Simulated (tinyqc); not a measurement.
Leaving out one process at a time: Debye-Callaway model of lattice thermal conductivity. Computed by tinyqc, a small Python program. Command: `OMP_NUM_THREADS=1 python tinyqc.py 3004699 3004700 out.jsonl callaway walk`. One thread of a shared host (Intel(R) Xeon(R) Processor @ 2.30GHz), about 0.01 s of CPU time with the checks.

Three acoustic branches with one velocity v, cut at omega_D = k_B Theta/hbar; x = hbar omega/(k_B T). v and Theta are separate inputs: Theta cuts off the heat-carrying modes, so C need not reach 3 k_B/V. gamma is an effective value that sets the umklapp rate.

Inputs (values chosen for the exercise, modelled on boron arsenide):

| quantity | value | unit |
|---|---|---|
| sound velocity v | 5320 | m/s |
| Debye temperature Theta | 656 | K |
| volume per atom V | 13.6 | angstrom^3 |
| mean atomic mass M | 42.9 | u |
| effective Grueneisen parameter gamma | 0.823 | - |
| umklapp exponent divisor b | 3 | - |
| mass variance Gamma | 3.3e-05 | - |
| Casimir length L | 71 | micrometre |
| normal-process factor f_N | 3.5 | - |
| temperature T | 20 | K |

Sample: crystal. Point defects: isotopes. Normal processes: included.

Constants: k_B = 1.380649e-23 J/K; hbar = 1.054571817e-34 J s; u = 1.6605390666e-27 kg.

Method:
- Gamma is given directly by the isotope mixture. A = V Gamma/(4 pi v^3).
- Rates: point defects A omega^4; umklapp B omega^2 T exp(-Theta/(b T)) with B = hbar gamma^2/(M v^2 Theta); normal processes f_N B omega^2 T (T/Theta)^2. Boundaries: v/L.
- kappa_1 = c int tau_C g dx, g = x^4 e^x/(e^x - 1)^2, c = (k_B/(2 pi^2 v)) (k_B T/hbar)^3, over 0 < x < min(Theta/T, 40), by 96 Gauss-Legendre points in s with x = x_max s^2; 1/tau_C = 1/tau_R + 1/tau_N; kappa_2 = c [int (tau_C/tau_N) g dx]^2 / int (tau_C/(tau_N tau_R)) g dx; kappa = kappa_1 + kappa_2.

Rayleigh coefficient A = 2.37196e-46 s^3

Conductivity at T:

| case | kappa (W/(m K)) | ratio to all |
|---|---|---|
| all processes | 715.01 | 1 |
| without point defects | 818.18 | 1.1443 |
| without boundaries | 1.5204e+05 | 212.64 |
| without umklapp | 715.03 | 1.0000 |

What follows from these numbers?

Removing boundaries raises kappa most, by a factor 213; removing umklapp gives only 1.00.
